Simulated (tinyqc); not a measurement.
What moves the tail: Franz-Keldysh effect at a direct gap.

Parabolic bands, vertical transitions, no excitons. For each hole band j: mr = me mj/(me + mj); joint density of states J_j(E) = (mr/c)^(3/2) sqrt(E - Eg)/(2 pi^2), both spins, c = hbar^2/2m0; averaged matrix element |e.p|^2 = m0 Ep/6; alpha_j(E) = 4 pi^2 alpha_f c Ep J_j/(3 nr E) in 1/angstrom (alpha_f the fine-structure constant, listed as alpha among the constants), times 1e8 for 1/cm.

In a field Fd (1 kV/cm = 1e-5 V/angstrom) the electro-optic energy of band j is th = (c (e Fd)^2/mr)^(1/3), and sqrt(E - Eg) in J_j is replaced by pi sqrt(th) [Ai'(b)^2 - b Ai(b)^2] with b = (Eg - E)/th; Ai is the Airy function.

Constants: hbar^2/2m0 = 3.80998211 eV angstrom^2; fine-structure constant alpha = 0.007297352564.

Values chosen for the exercise (near those of InGaAs; the results hold for these values, not for the real material):

| symbol | value | unit | meaning |
|---|---|---|---|
| Eg | 0.741 | eV | direct gap |
| me | 0.0395 | m0 | electron mass |
| mhh | 0.461 | m0 | heavy-hole mass |
| mlh | 0.0532 | m0 | light-hole mass |
| Ep | 22.9 | eV | Kane energy |
| nr | 3.61 |  | refractive index |
| Fd | 46 | kV/cm | uniform field |
| det | 40 | meV | detuning below the gap |

At E = Eg - det.

Results for these values:

| case | th heavy (meV) | alpha (1/cm) |
|---|---|---|
| base | 28.088 | 35.35 |

What happens to each result for det = 50 meV, all else kept?

Answer: th heavy does not change at the printed digits; alpha falls from 35.35 to 13.72.

The same for each parameter in turn:

| case | th heavy (meV) | alpha (1/cm) |
|---|---|---|
| base | 28.088 | 35.35 |
| Fd = 59.8 kV/cm | 33.456 | 69.28 |
| det = 50 meV | 28.088 | 13.72 |
| me = 0.0454 m0 | 26.919 | 35.46 |
| mlh = 0.0692 m0 | 28.088 | 35.70 |
| Ep = 25.2 eV | 28.088 | 38.90 |
| nr = 3.79 | 28.088 | 33.67 |

Run: tinyqc, `OMP_NUM_THREADS=1 python tinyqc.py 1682086 1682087 out.jsonl`; Intel(R) Xeon(R) Processor @ 2.30GHz, one thread, shared host; about 0.01 s of CPU time with all checks.
